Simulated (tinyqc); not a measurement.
Off-state leakage of single and stacked transistors: one step of the calculation.

n-channel devices of unit width. Subthreshold current I(Vg, Vs, Vd) = I0 (T/300 K)^0.5 exp[(Vg - Vs - VT(T) - gb (Vs - Vb) + dd (Vd - Vs))/(nf Vt)] (1 - exp(-(Vd - Vs)/Vt)), VT(T) = VT - cT (T - 300 K). Gate-edge tunnelling Ig (Vd/1 V) exp(ag (Vd - 1 V)), for a gate at 0 V, and band-to-band leakage Ab u exp(-Bb/u), u = Vd - Vb + 1 V, flow at a drain held at V; both are taken as independent of T. In a stack of off transistors (all gates at 0 V) the same subthreshold current passes through each.

Problem. Leakage of one transistor. Vg = Vs = 0, Vd = V; effective threshold VT(T) - gb Vb - dd V.

Inputs (values chosen for the exercise); values of the order met in bulk silicon logic transistors:
- T = 300 K (temperature)
- V = 0.9 V (supply voltage)
- VT = 0.37 V (threshold at 300 K, zero drain and body bias)
- cT = 0.7 mV/K (fall of the threshold with temperature)
- I0 = 0.17 uA/um (current at threshold at 300 K)
- nf = 1.23 (slope factor)
- dd = 0.08 (drain-induced lowering per volt)
- gb = 0.16 (rise of the threshold per volt of source-body bias)
- Ig = 0.0004 uA/um (gate-edge tunnelling current at 1 V)
- ag = 4.4 1/V (exponential slope of the gate current)
- Ab = 100 uA/(um V) (prefactor of band-to-band leakage at the drain)
- Bb = 19 V (its exponential voltage)
- Vb = 0 V (body voltage)

Constants: q = 1.602176634e-19 C, kB = 1.380649e-23 J/K, Vt = kB T/q. Results are converted to the units shown.

Wanted: effective threshold; parts; total; shares.

Solution.

effective threshold = 0.29800 V
parts (nA/um): subthreshold 0.014467, gate edge 0.23185, band-to-band 8.6260
total = 8.8723 nA/um
shares (%): subthreshold 0.16306, gate edge 2.6132, band-to-band 97.224

The band-to-band part is the largest.

Computed by the program tinyqc: `OMP_NUM_THREADS=1 python tinyqc.py 2242172 2242173 out.jsonl`, one thread of a shared Intel Xeon 2.30GHz, about 0.04 s for the whole run.
